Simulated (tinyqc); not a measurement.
A ladder of methods, and size consistency: correlation methods against full CI in the sto-3g basis, for H6, spin multiplicity 1. Computed by the program tinyqc with PySCF. All electrons correlated; +Q is the Davidson correction (1 - c0^2) E_corr. The last columns treat two copies 100 angstrom apart as one system. FCI is the lowest singlet.

Geometry (angstrom):
```
atom,x,y,z
H,0.0000,0.0000,0.0000
H,0.0000,0.0000,0.8870
H,0.0000,0.0000,1.8190
H,0.0000,0.0000,2.7060
H,0.0000,0.0000,3.6370
H,0.0000,0.0000,4.5250
```

RHF energy of one = -3.178399 hartree

Correlation energies (hartree):
```
method,E_corr of one,share of FCI (%),E_corr of two at 100 angstrom,two minus twice one (mhartree)
MP2,-0.05300,65.332,-0.10600,0.000
CISD,-0.07849,96.760,-0.14865,8.340
CISD+Q,-0.08319,102.549,-0.16352,2.863
CCSD,-0.08084,99.651,-0.16168,0.000
CCSD(T),-0.08109,99.963,-0.16218,0.000
FCI,-0.08112,100.000,-,-
```

What does the comparison show, and why?

MP2 recovers 65 %, CISD 96.8 % and CCSD 99.7 % of the FCI value (c0^2 = 0.940 in CISD). MP2 and coupled cluster are size consistent, so their last column vanishes; CISD loses 8.34 mhartree, since a double excitation on each copy is a quadruple of the pair, and the Davidson correction leaves +2.86.
